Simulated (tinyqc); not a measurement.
## Ground and coupling capacitance from two measurements

Problem. A line has Cg to the planes and Cc to each of two neighbours. Find Cg, Cc, the load when both neighbours switch in antiphase, and the pulse on the line when it floats and both neighbours swing by Vx.

Inputs (values chosen for the exercise):

| symbol | value | unit | meaning |
|---|---|---|---|
| Vx | 0.8 | V | swing |

capacitance with neighbours driven alike and with neighbours grounded (aF/um): 43  263

Answer. Driven alike, Cc carries no charge, which leaves Cg; grounded neighbours give Cg + 2 Cc, antiphase Cg + 4 Cc; a floating line divides the swing as 2 Cc/(Cg + 2 Cc).

Cg = 43.00 aF/um
Cc = 110.0 aF/um
load in antiphase = 483.0 aF/um
pulse = 0.6692 V

Program tinyqc, `OMP_NUM_THREADS=1 python tinyqc.py 2790222 2790223 out.jsonl`; Intel Xeon 2.30GHz, shared host, one thread, about 2 s.
